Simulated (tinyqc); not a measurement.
Time-dependent dielectric breakdown: cell percolation, Weibull statistics, area scaling and voltage extrapolation: one step, computed by the program tinyqc.

The oxide is divided into columns of area a^2, each holding m = t_ox/a cells (m is taken as continuous). A share lambda(t) = (t/t_1)^alpha of the cells is defective, and a column whose cells are all defective breaks down.

Task: Weibull parameters from the cell model. Failure fraction F = 1 - (1 - lambda^m)^N with N = A/a^2 columns, which for small lambda^m is 1 - exp(-(t/t63)^beta) with beta = alpha m and t63 = t_1 N^(-1/beta); critical share lambda(t63) = N^(-1/m). 1 um^2 = 1e6 nm^2.

Inputs (values chosen for the exercise, for a model gate oxide): oxide thickness t_ox = 4.2 nm; defect cell size a = 1 nm; exponent alpha of defect growth = 0.3; time t_1 at which the occupied share would reach 1 = 1.2e+11 s; test area A = 1000 um^2.

Give: cells per column m; columns N; Weibull slope beta; characteristic life t63; critical share of defective cells.

Result:

cells per column m = 4.2

columns N = 1.00e+09

Weibull slope beta = 1.26

characteristic life t63 = 8636.2 s

critical share of defective cells = 0.0071969

Times between F = 10 % and 90 % span a factor 11.6: the smaller beta = alpha m, the wider the scatter. Caution: t_1 is an input here; in a real oxide it changes with thickness at fixed voltage.
